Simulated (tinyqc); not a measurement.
Anisotropic elasticity and sound waves of a cubic crystal: one step, computed by the program tinyqc.

Voigt order 1..6 = xx, yy, zz, yz, xz, xy, with engineering shear strains. The rotated frame has x' as named, z' along the wafer normal and y' = z' x x'.

Question. Compliances and anisotropy. S11 = (C11 + C12)/D, S12 = -C12/D, D = (C11 - C12)(C11 + 2 C12), S44 = 1/C44. Zener ratio A = 2 C44/(C11 - C12); S0 = S11 - S12 - S44/2; H = 2 C44 + C12 - C11.

Inputs (values chosen for the exercise, for a model crystal): C11 = 381 GPa; C12 = 45.3 GPa; C44 = 191 GPa.

Frame: (001) wafer, x' along [110].

Give: S11; S12; S44; Zener ratio A; S0; H.

Answer.

S11 = 2.693 1/TPa

S12 = -0.2861 1/TPa

S44 = 5.236 1/TPa

Zener ratio A = 1.138

S0 = 0.3610 1/TPa

H = 46.3 GPa
